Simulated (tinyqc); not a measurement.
FCI on RHF in the 6-31g basis, for H2, spin multiplicity 1, step by step. One step of it, computed by the program tinyqc.

Problem. FCI: roots. Diagonalise (each vector has its largest component positive (the first on a tie)); all determinants have Ms = 0, so triplets appear too. The lowest singlet root is the correlation energy.

Occupation strings over the orbitals (2 doubly, a alpha, b beta, 0 empty; spin orbitals ordered 1a 1b 2a 2b ...): 2000 a0b0 b0a0 0200 0a0b 0020 0b0a 0002

H - E(HF) between determinants (hartree):
```
           2000       a0b0       b0a0       0200       0a0b       0020       0b0a       0002
2000   0.000000   0.000000   0.000000   0.096062  -0.081080   0.100891   0.081080   0.121809
a0b0   0.000000   0.988984  -0.100891  -0.004236  -0.104406  -0.028557   0.037784   0.125880
b0a0   0.000000  -0.100891   0.988984   0.004236   0.037784   0.028557  -0.104406  -0.125880
0200   0.096062  -0.004236   0.004236   0.934968   0.136006   0.034593  -0.136006   0.076777
0a0b  -0.081080  -0.104406   0.037784   0.136006   1.721693  -0.020457  -0.076777   0.034393
0020   0.100891  -0.028557   0.028557   0.034593  -0.020457   2.014196   0.020457   0.154047
0b0a   0.081080   0.037784  -0.104406  -0.136006  -0.076777   0.020457   1.721693  -0.034393
0002   0.121809   0.125880  -0.125880   0.076777   0.034393   0.154047  -0.034393   2.684274
```

Give: lowest roots of this matrix, relative to E(HF); lowest vectors; <S^2> of these roots; weight of the ground state by excitation level 0, 1, 2, ....

Solution.

lowest roots of this matrix, relative to E(HF) (hartree): -0.0287  0.8823  0.9020  1.0417  1.6507  1.8646  1.9954  2.7469

lowest vectors:
```
       root 1  root 2   root 3   root 4
2000   0.9894  0.0000   0.1200  -0.0119
a0b0   0.0099  0.7044  -0.0774   0.6846
b0a0  -0.0099  0.7044   0.0774  -0.6846
0200  -0.1087  0.0000   0.9629   0.1441
0a0b   0.0531  0.0615  -0.1475   0.1086
0020  -0.0426  0.0000  -0.0462   0.0600
0b0a  -0.0531  0.0615   0.1475  -0.1086
0002  -0.0412  0.0000  -0.0291  -0.1210
```

<S^2> of these roots: 0.0000  2.0000  0.0000  0.0000  2.0000  0.0000  0.0000  0.0000

weight of the ground state by excitation level 0, 1, 2, ...: 0.9788  0.0002  0.0210
